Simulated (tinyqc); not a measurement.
Comparisons within one model: shallow acceptor in the spherical four-band model. A value that a table varies takes the place of the one given here.

The ground state 1S3/2 has an L = 0 part f(r) and an L = 2 part g(r). In units of Ry* and a*, with Gaussians f_i = exp(-a_i r^2), g_i = r^2 exp(-a_i r^2), A = a_i + a_j and I(n) = Gamma((n + 1)/2)/(2 A^((n + 1)/2)): S_ff = I(2), S_gg = I(6), H_ff = (6 a_i a_j/A) I(2) - 2 I(1), H_gg = (14 a_i a_j/A) I(6) - 2 I(5), H_fg = -mu [15 I(2) - 20 a_j I(4) + 4 a_j^2 I(6)]; each function is then normalised. The split-off band is left out.

Converged values use 22 exponents 2.2^i, i = -7 to 14, for f and for g.

Units Ry* = Ry/(g1 eps^2) and a* = a0 eps g1; mu = (6 g3 + 4 g2)/(5 g1) is the spherical heavy-light coupling and delta = (g3 - g2)/g1 the cubic term, which is left out.

Constants: Ry = 13.60569312 eV; a0 (Bohr radius) = 0.5291772105 angstrom.

Parameters, chosen for this exercise (near those of a shallow acceptor in GaP, where the small spin-orbit splitting and strong warping make this model rough; shifted at random, so the results belong to these values and not to a real crystal): mus = (0.16, 0.25, 0.51, 0.59, 0.74, 0.81, 0.88) (couplings); rc = 1.4 angstrom (radius of the central cell); Vs = (2, 0, -0.5, -1.5, -2.5, -3.5) eV (central-cell strengths); g1 = 4.07 (Luttinger gamma1); g2 = 0.49 (gamma2); g3 = 1.26 (gamma3); eps = 11.3 (dielectric constant).

## Strength of the heavy-light coupling

Ry* = 26.1800 meV

Converged values in Ry* and a*; the heavy-mass hydrogen model gives 1/(1 - mu).

Results:
```
mu    binding (Ry*)  1/(1 - mu)  ratio  L = 2 weight  <r> (a*)  binding (meV)
0.16          1.024       1.190  0.860         0.011     1.471           26.8
0.25          1.060       1.333  0.795         0.027     1.428           27.7
0.51          1.315       2.041  0.644         0.114     1.187           34.4
0.59          1.478       2.439  0.606         0.155     1.072           38.7
0.74          2.078       3.846  0.540         0.252     0.789           54.4
0.81          2.695       5.263  0.512         0.307     0.621           70.6
0.88          4.038       8.333  0.485         0.369     0.425          105.7
```

The binding starts as 1 + O(mu^2), 1.024 at mu = 0.16, since the coupling enters in second order, and reaches 4.04 at mu = 0.88. The ratio to the heavy-mass model falls from 0.86 to 0.48, towards about 0.44 as mu goes to 1: the bound hole is only partly heavy. The L = 2 weight grows to 0.37 and the radius shrinks by a factor 3.5.

## Central-cell correction

mu = 0.46781
a* = 24.337 angstrom

A short-range term V exp(-r^2/rc^2) is added (negative: attracts the hole); its elements are V S (A/(A + 1/rc^2))^(3/2) for f and ^(7/2) for g, in the same units.

Results:
```
V (eV)  1S binding (meV)  2S binding (meV)  <r> (angstrom)  L = 2 weight
2.0                 31.7              8.80            31.1         0.095
0.0                 32.8              8.93            30.2         0.096
-0.5                33.1              8.97            29.9         0.096
-1.5                33.8              9.06            29.3         0.096
-2.5                34.6              9.16            28.6         0.097
-3.5                35.7              9.29            27.7         0.098
```

From V = 0 to -3.5 eV the 1S binding grows by 2.9 meV (9 %) and the 2S binding by 0.35 meV, so the chemical shift sits mainly in the ground state. A repulsion of 2 eV removes 1.0 meV. The slope is 1.05 meV per eV over the last step against 0.51 on the repulsive side, since attraction pulls the state into the cell; over this range the level stays shallow.

## What each parameter does

Converged values. Each row changes one parameter from the base and keeps the others.

Results:
```
case           mu  Ry* (meV)  binding (meV)  <r> (angstrom)
base        0.468      26.18          32.75            30.2
g1 = 4.4    0.433      24.22          29.22            33.6
g2 = 0.42   0.454      26.18          32.27            30.6
g3 = 1.16   0.438      26.18          31.76            31.0
eps = 10.4  0.468      30.91          38.67            27.8
```

The largest shifts from the base row, up to three for each result and ties (the steps differ in size, so this ranks the rows, not the parameters). mu: g1 -0.035, g3 -0.029, g2 -0.014; unchanged at the printed digits by eps. Ry* (meV): eps +4.73, g1 -1.96; unchanged at the printed digits by g2 and g3. binding (meV): eps +5.91, g1 -3.53, g3 -0.99. <r> (angstrom): g1 +3.5, eps -2.4, g3 +0.8. g1 acts twice: it lowers Ry* and it lowers mu.

Run: tinyqc, `OMP_NUM_THREADS=1 python tinyqc.py 1281163 1281164 out.jsonl`; Intel(R) Xeon(R) Processor @ 2.30GHz, one thread, shared host; about 0.08 s of CPU time with all checks.
